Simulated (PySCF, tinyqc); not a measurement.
Inside a calculation. Method: RHF in the sto-3g basis, for H6, spin multiplicity 1. The lowest restricted solution is unstable here: a spin-polarised one lies 0.0050 hartree lower (PySCF). One step of it, computed by the program tinyqc.

Task: Iteration 3: building the Fock matrix. J_ij = sum D_kl (ij|kl), K_ij = sum D_kl (ik|jl); F = H + J - 0.5 K; E = tr D H + tr D J / 2 - 0.25 tr D K + E_nn.

D after iteration 2, lower triangle:
```
           1H 1s      2H 1s      3H 1s      4H 1s     5H 1s     6H 1s
1H 1s   0.745099
2H 1s   0.649930   0.732886
3H 1s  -0.048841   0.076176   0.737833
4H 1s  -0.162634  -0.047227   0.639458   0.737891
5H 1s   0.007610  -0.012172  -0.047114   0.075989  0.732679
6H 1s   0.048961   0.007620  -0.162264  -0.048790  0.649745  0.744835
```

core Hamiltonian H = T + V (hartree), lower triangle:
```
           1H 1s      2H 1s      3H 1s      4H 1s      5H 1s      6H 1s
1H 1s  -1.375388
2H 1s  -0.740795  -1.583144
3H 1s  -0.043265  -0.338925  -1.688212
4H 1s  -0.003006  -0.044682  -0.817442  -1.688106
5H 1s  -0.000017  -0.000671  -0.044588  -0.338380  -1.583246
6H 1s   0.000000  -0.000017  -0.003006  -0.043265  -0.741819  -1.375747
```

Two-electron integrals (ij|kl) in chemists' order, unique and non-zero (hartree):
```
(11|11) 0.774606   (21|11) 0.231159   (21|21) 0.094409   (22|11) 0.421201
(22|21) 0.231159   (22|22) 0.774606   (31|11) 0.007164   (31|21) 0.003488
(31|22) 0.010627   (31|31) 0.000181   (32|11) 0.044794   (32|21) 0.024139
(32|22) 0.084937   (32|31) 0.001574   (32|32) 0.015657   (33|11) 0.178643
(33|21) 0.088814   (33|22) 0.296004   (33|31) 0.007164   (33|32) 0.084937
(33|33) 0.774606   (41|11) 0.000313   (41|21) 0.000162   (41|22) 0.000542
(41|31) 0.000010   (41|32) 0.000100   (41|33) 0.000542   (41|41) 6.51e-07
(42|11) 0.004055   (42|21) 0.002091   (42|22) 0.007164   (42|31) 0.000148
(42|32) 0.001574   (42|33) 0.010627   (42|41) 0.000010   (42|42) 0.000181
(43|11) 0.058820   (43|21) 0.028052   (43|22) 0.088814   (43|31) 0.002091
(43|32) 0.024139   (43|33) 0.231159   (43|41) 0.000162   (43|42) 0.003488
(43|43) 0.094409   (44|11) 0.127513   (44|21) 0.058820   (44|22) 0.178643
(44|31) 0.004055   (44|32) 0.044794   (44|33) 0.421201   (44|41) 0.000313
(44|42) 0.007164   (44|43) 0.231159   (44|44) 0.774606   (51|11) 8.99e-07
(51|21) 4.45e-07   (51|22) 1.47e-06   (51|31) 3.30e-08   (51|32) 3.64e-07
(51|33) 2.78e-06   (51|42) 4.51e-08   (51|43) 9.44e-07   (51|44) 1.96e-06
(52|11) 0.000035   (52|21) 0.000017   (52|22) 0.000053   (52|31) 1.22e-06
(52|32) 0.000014   (52|33) 0.000118   (52|41) 9.24e-08   (52|42) 1.90e-06
(52|43) 0.000048   (52|44) 0.000118   (52|52) 2.55e-08   (53|11) 0.002379
(53|21) 0.001089   (53|22) 0.003282   (53|31) 0.000074   (53|32) 0.000802
(53|33) 0.007147   (53|41) 0.000006   (53|42) 0.000120   (53|43) 0.003480
(53|44) 0.010604   (53|51) 3.30e-08   (53|52) 1.89e-06   (53|53) 0.000180
(54|11) 0.018021   (54|21) 0.008074   (54|22) 0.023681   (54|31) 0.000518
(54|32) 0.005389   (54|33) 0.044716   (54|41) 0.000038   (54|42) 0.000802
(54|43) 0.024096   (54|44) 0.084784   (54|51) 2.21e-07   (54|52) 0.000014
(54|53) 0.001568   (54|54) 0.015606   (55|11) 0.089313   (55|21) 0.039116
(55|22) 0.111711   (55|31) 0.002383   (55|32) 0.023715   (55|33) 0.178583
(55|41) 0.000166   (55|42) 0.003288   (55|43) 0.088777   (55|44) 0.295845
(55|51) 8.99e-07   (55|52) 0.000053   (55|53) 0.007147   (55|54) 0.084784
(55|55) 0.774606   (61|11) 7.01e-09   (61|22) 1.05e-08   (61|33) 2.37e-08
(61|43) 9.62e-09   (61|44) 2.37e-08   (61|55) 1.05e-08   (62|11) 6.44e-07
(62|21) 2.97e-07   (62|22) 9.02e-07   (62|31) 2.04e-08   (62|32) 2.23e-07
(62|33) 1.97e-06   (62|42) 3.32e-08   (62|43) 9.47e-07   (62|44) 2.79e-06
(62|53) 4.51e-08   (62|54) 3.65e-07   (62|55) 1.47e-06   (63|11) 0.000127
(63|21) 0.000057   (63|22) 0.000167   (63|31) 3.64e-06   (63|32) 0.000038
(63|33) 0.000313   (63|41) 2.65e-07   (63|42) 0.000006   (63|43) 0.000162
(63|44) 0.000542   (63|52) 9.24e-08   (63|53) 0.000010   (63|54) 0.000100
(63|55) 0.000542   (63|63) 6.51e-07   (64|11) 0.001872   (64|21) 0.000827
(64|22) 0.002384   (64|31) 0.000051   (64|32) 0.000519   (64|33) 0.004055
(64|41) 3.64e-06   (64|42) 0.000074   (64|43) 0.002091   (64|44) 0.007164
(64|51) 2.03e-08   (64|52) 1.23e-06   (64|53) 0.000148   (64|54) 0.001571
(64|55) 0.010626   (64|62) 3.32e-08   (64|63) 0.000010   (64|64) 0.000181
(65|11) 0.032005   (65|21) 0.013875   (65|22) 0.039170   (65|31) 0.000828
(65|32) 0.008097   (65|33) 0.058887   (65|41) 0.000057   (65|42) 0.001093
(65|43) 0.028083   (65|44) 0.088909   (65|51) 2.96e-07   (65|52) 0.000017
(65|53) 0.002089   (65|54) 0.024133   (65|55) 0.231528   (65|62) 4.47e-07
(65|63) 0.000162   (65|64) 0.003493   (65|65) 0.094677   (66|11) 0.074406
(66|21) 0.031966   (66|22) 0.089328   (66|31) 0.001872   (66|32) 0.018051
(66|33) 0.127513   (66|41) 0.000127   (66|42) 0.002384   (66|43) 0.058820
(66|44) 0.178643   (66|51) 6.41e-07   (66|52) 0.000035   (66|53) 0.004047
(66|54) 0.044738   (66|55) 0.421479   (66|61) 7.01e-09   (66|62) 9.02e-07
(66|63) 0.000313   (66|64) 0.007164   (66|65) 0.231528   (66|66) 0.774606
```

nuclear repulsion = 3.26744977 hartree

Give: Coulomb J; exchange K; Fock matrix F; total energy of this density.

Result:

Coulomb J (hartree), lower triangle:
```
        1H 1s   2H 1s   3H 1s   4H 1s   5H 1s   6H 1s
1H 1s  1.6578
2H 1s  0.6838  1.8591
3H 1s  0.0331  0.2977  1.9625
4H 1s  0.0020  0.0345  0.7588  1.9624
5H 1s  0.0000  0.0004  0.0344  0.2972  1.8592
6H 1s  0.0000  0.0000  0.0020  0.0331  0.6848  1.6581
```

exchange K (hartree), lower triangle:
```
         1H 1s    2H 1s    3H 1s   4H 1s   5H 1s   6H 1s
1H 1s   0.9467
2H 1s   0.6776   0.9614
3H 1s   0.0488   0.1853   0.9596
4H 1s  -0.0152   0.0481   0.6725  0.9596
5H 1s  -0.0013   0.0003   0.0480  0.1850  0.9618
6H 1s   0.0033  -0.0013  -0.0151  0.0487  0.6783  0.9471
```

Fock matrix F (hartree), lower triangle:
```
         1H 1s    2H 1s    3H 1s    4H 1s    5H 1s    6H 1s
1H 1s  -0.1909
2H 1s  -0.3958  -0.2047
3H 1s  -0.0345  -0.1339  -0.2055
4H 1s   0.0066  -0.0343  -0.3949  -0.2055
5H 1s   0.0006  -0.0004  -0.0342  -0.1337  -0.2049
6H 1s  -0.0017   0.0006   0.0065  -0.0345  -0.3962  -0.1911
```

total energy of this density = -2.918541 hartree

This density is a damped mixture and is not idempotent, and it still holds part of the atomic start, so its energy may lie below the converged one.
